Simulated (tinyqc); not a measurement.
# MOSFET in saturation, small-signal circuit and noise: several studies

Bias by the inversion coefficient IC = I/Ispec (charge-based model with velocity saturation; weak inversion below 0.1, strong above 10). Common-source circuit: gm, gds, Cgs, Cgd and Cj at the inner nodes, Rg in series with the gate; quasi-static, no source or drain resistance, no gate-body capacitance, no substrate network, no induced gate noise, so fmax is an upper estimate.

Inputs (values chosen for the exercise): temperature T = 350 K; gate length L = 130 nm; total gate width W = 80 um; gate capacitance Cox = 2.04 uF/cm^2; mobility mu = 150 cm^2/(V s); slope factor n = 1.2; velocity-saturation length Ls = 25 nm; ratio gds/gm sg = 0.039; overlap and fringe capacitance per side Cov = 0.28 fF/um; drain junction capacitance Cj = 0.52 fF/um; sheet resistance of the gate Rsh = 10 ohm; finger width Wf = 0.5 um; gate contact and vertical resistance Rc = 200 ohm um; inversion coefficient IC = 0.19; short-channel excess of the noise factor gw = 0.09; oxide trap density Nt = 1.9e18 cm^-3 eV^-1; tunnelling length into the oxide lt = 0.1 nm; Coulomb scattering coefficient ac = 3000 V s/C.

Constants: q = 1.602176634e-19 C, kB = 1.380649e-23 J/K, Vt = kB T/q. Results are converted to the units shown.

Each table varies one quantity; the others keep the values above.

## Effect of the gate length on speed and noise

Ispec = 2 n mu Cox (W/L) Vt^2, lc = Ls/L, gms = [sqrt((lc IC + 1)^2 + 4 IC) - 1]/[2 + lc (lc IC + 1)], gm = gms Ispec/(n Vt), gds = sg gm. qs = [sqrt(1 + 4 IC) - 1]/2, Cgs = Cox W L qs (2 qs + 3)/(3 (qs + 1)^2) + Cov W, Cgd = Cov W, Cd = Cj W, Rg = Rsh (Wf/L)/(12 Nf) + Rc/W with Nf = W/Wf fingers (not rounded) contacted at both ends. fT = gm/(2 pi (Cgs + Cgd)), fmax = fT/(2 sqrt(Rg (gds + 2 pi fT Cgd))). Channel noise Sid = 4 kB T gam n gm with gam = (1/2 + (2/3) qs)/(1 + qs) + gw lc IC, qs = [sqrt(1 + 4 IC) - 1]/2, lc = Ls/L (the last term an empirical rise with velocity saturation); at the gate, white noise Sw = Sid/gm^2 + 4 kB T Rg. Number fluctuation with correlated mobility: S(f) = K/f, K = q^2 Vt lt Nt/(W L Cox^2) (1 + ac mu Cox I/gm)^2, Vt in eV with Nt per eV. Corner fc = K/Sw. IC is held fixed, and so is sg.

Results:
```
L (nm),I (uA),Rg (ohm),fT (GHz),fmax (GHz),sqrt(Sw) (nV/Hz^0.5),fc (MHz)
20,507.72,2.6302,34.617,146.75,1.1101,195.22
32,317.33,2.5814,21.627,116.84,1.3487,82.321
50,203.09,2.5521,13.234,91.632,1.6469,35.254
79,128.54,2.5330,7.6472,69.569,2.0403,14.520
130,78.111,2.5200,3.9802,49.884,2.5929,5.4594
200,50.772,2.5130,2.1509,36.296,3.2004,2.3283
500,20.309,2.5052,0.49691,16.668,5.0338,0.37631
```

Estimate the missing row, L = 320 nm.

Computed row:
```
L (nm),I (uA),Rg (ohm),fT (GHz),fmax (GHz),sqrt(Sw) (nV/Hz^0.5),fc (MHz)
320,31.733,2.5081,1.0406,24.785,4.0348,0.91530
```

With this row back in the table: As L goes from 20 to 500 nm, fT falls from 34.6 to 0.497 GHz, fmax falls from 147 to 16.7 GHz, the white noise rises from 1.11 to 5.03 nV/Hz^0.5 and the corner falls from 195 to 0.376 MHz. fT goes as L^(-1.00) between the first two rows and L^(-1.66) between the last two; with no overlap and no velocity saturation it would go as 1/L^2. In every row fmax exceeds 4 fT, where channel resistance and substrate losses, left out here, would cap it.

## Effect of the total gate width on speed and noise

Same model as above.

Corner fc = K/Sw. IC is held fixed.

The same in every row: fT (GHz) = 3.980; fmax (GHz) = 49.88; fc (MHz) = 5.459.

Effect of the total gate width on speed and noise:
```
W (um),I (uA),Rg (ohm),sqrt(Sw) (nV/Hz^0.5)
2,1.953,100.8,16.40
4.3,4.198,46.88,11.18
9.3,9.080,21.68,7.605
20,19.53,10.08,5.186
43,41.98,4.688,3.537
93,90.80,2.168,2.405
200,195.3,1.008,1.640
```

As W goes from 2 to 200 um, fT stays at 3.98 GHz, fmax stays at 49.9 GHz, the white noise falls from 16.4 to 1.64 nV/Hz^0.5 and the corner stays at 5.46 MHz. Current, gm and capacitances scale with W and Rg with 1/W, so the frequencies stay while both noise powers fall as 1/W. In every row fmax exceeds 4 fT, where channel resistance and substrate losses, left out here, would cap it.

## Integrated noise against bandwidth

Same model as above.

Corner fc = K/Sw. Mean square from f1 = 100 Hz to B: Sw (B - f1) + K ln(B/f1).

Integrated noise against bandwidth:
```
B (Hz),spot noise at B (nV/Hz^0.5),white part (uV rms),1/f part (uV rms),total (uV rms)
1000,191.6,0.07779,9.193,9.193
10000,60.64,0.2580,13.00,13.00
1e5,19.33,0.8195,15.92,15.94
1e6,6.590,2.593,18.39,18.57
1e7,3.224,8.199,20.56,22.13
1e8,2.663,25.93,22.52,34.34
1e9,2.600,81.99,24.32,85.52
```

The 1/f part adds the same power, K ln 10, in each decade and grows only from 9.19 to 24.3 uV; the white part grows as sqrt(B). It overtakes the 1/f part by B = 1e8 Hz among the rows, above the corner fc = 5.46e6 Hz of the spot noise.

## From weak to strong inversion

Same model as above.

The last column is the figure of merit (gm/I) fT.

From weak to strong inversion:
```
IC,I (uA),gm/I (1/V),fT (GHz),fmax (GHz),(gm/I) fT (THz/V)
0.01,4.1111,27.331,0.38151,15.768,0.010427
0.03,12.333,26.769,1.0353,25.895,0.027716
0.1,41.111,25.102,2.6446,41.014,0.066386
0.3,123.33,21.850,5.1420,56.257,0.11235
1,411.11,16.465,9.3256,73.977,0.15354
3,1233.3,11.221,15.490,93.550,0.17381
10,4111.1,6.4352,25.996,119.55,0.16729
30,12333,3.3130,37.702,142.96,0.12491
100,41111,1.2875,47.094,159.10,0.060632
```

What does the comparison show?

The efficiency gm/I falls from 27.3 to 1.29 1/V while fT rises from 0.382 to 47.1 GHz; fT goes as IC^(0.91) at the start and IC^(0.18) at the end (1/2 for a long channel, 0 at full velocity saturation, which sets in near IC = 1/lc^2 = 27.0). Their product goes from 0.0104 through a maximum of 0.174 (at IC = 3 among the rows listed) to 0.0606 THz/V. For IC = 0.01 to 10 fmax exceeds 4 fT, where channel resistance and substrate losses, left out here, would cap it.

Computed by the program tinyqc: `OMP_NUM_THREADS=1 python tinyqc.py 2150142 2150143 out.jsonl`, one thread of a shared Intel Xeon 2.30GHz, about 0.01 s for the whole run.
